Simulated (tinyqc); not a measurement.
# From one set of inputs to another, one input at a time

Model: pressure-driven transition between two phases with analytic equations of state. Computed by tinyqc, a small Python program. Command: `OMP_NUM_THREADS=1 python tinyqc.py 3013177 3013178 out.jsonl transition ladder`. One thread of a shared host (Intel(R) Xeon(R) Processor @ 2.30GHz), about 0.03 s of CPU time with the checks.

Each phase obeys E = E0 + (9 V0 B0/16) [y^3 B' + y^2 (2 - 4 y)], y = (V0/V)^(2/3) - 1; P = (3 B0/2) (x^7 - x^5) [1 + (3/4)(B' - 4)(x^2 - 1)], x = (V0/V)^(1/3); E0 = 0 for phase 1 and Delta E0 for phase 2. H = E + P V.

The inputs printed are set A. Inputs not listed in the table keep their values of set A, so the rows need not describe a real material.

Inputs (values chosen for the exercise, for two model phases):

| quantity | value | unit |
|---|---|---|
| volume V0 of phase 1 | 29 | angstrom^3/atom |
| B0 of phase 1 | 228 | GPa |
| B' of phase 1 | 4.88 | - |
| volume V0 of phase 2 | 24.4 | angstrom^3/atom |
| B0 of phase 2 | 280 | GPa |
| B' of phase 2 | 4.04 | - |
| energy of phase 2 above phase 1, Delta E0 | 0.089 | eV/atom |
| entropy of phase 2 less phase 1, Delta S | -0.14 | k_B/atom |
| temperature T | 300 | K |

Equation of state: Birch-Murnaghan.

Constants: 1 eV/angstrom^3 = 160.2176634 GPa; k_B = 8.617333262e-05 eV/K.

Method. Start from P = Delta E0/(V0 of phase 1 - V0 of phase 2); at each P solve P(V) = P for both phases and step P(new) = P - (H_2 - H_1)/(V_2 - V_1); stop when |H_2 - H_1| < 1e-10 eV. At the zero-temperature transition the volume change is V_2/V_1 - 1 and the work is P (V_1 - V_2). At T the condition is H_2 - H_1 - T Delta S = 0, with Delta S constant and thermal expansion left out; the Clausius-Clapeyron slope is dP/dT = Delta S/(V_2 - V_1) at the zero-temperature point.

Each row keeps all changes above it:

| input moved | from | to | transition pressure (GPa) | transition pressure at T (GPa) | Clapeyron slope (MPa/K) |
|---|---|---|---|---|---|
| set A | - | - | 3.141 | 3.270 | 0.4313 |
| entropy of phase 2 less phase 1, Delta S (k_B/atom) | -0.14 | -0.03 | 3.141 | 3.169 | 0.0924 |
| B' of phase 1 | 4.88 | 4.69 | 3.141 | 3.169 | 0.0924 |
| B0 of phase 1 (GPa) | 228 | 27.5 | 5.220 | 5.317 | 0.3155 |
| B' of phase 2 | 4.04 | 3.46 | 5.217 | 5.313 | 0.3147 |
| volume V0 of phase 1 (angstrom^3/atom) | 29 | 29.7 | 3.725 | 3.772 | 0.1570 |
| B0 of phase 2 (GPa) | 280 | 41 | 3.003 | 3.032 | 0.0957 |
| volume V0 of phase 2 (angstrom^3/atom) | 24.4 | 23.4 | 2.459 | 2.482 | 0.0767 |

Transition pressure goes from 3.14 to 2.46, a factor 0.783 in all. The largest single move comes from B0 of phase 1 (a factor 1.66), but it runs against the net change; the largest move in the direction of the net change is volume V0 of phase 1 (a factor 0.714). Transition pressure at T goes from 3.27 to 2.48, a factor 0.759 in all. The largest single move comes from B0 of phase 1 (a factor 1.68), but it runs against the net change; the largest move in the direction of the net change is volume V0 of phase 1 (a factor 0.710). Clapeyron slope goes from 0.431 to 0.0767, a factor 0.178 in all. The largest single move comes from entropy of phase 2 less phase 1, Delta S (a factor 0.214), and B0 of phase 1 works against it (a factor 3.41). The single moves hold for this order of the switches; the total does not depend on the order.

Caution (all rows): a constant Delta S holds only at high temperature; it vanishes as T goes to 0, so the shift counted from T = 0 is somewhat too large.

Extremes, crossings and ranges named in words are read from the listed rows.
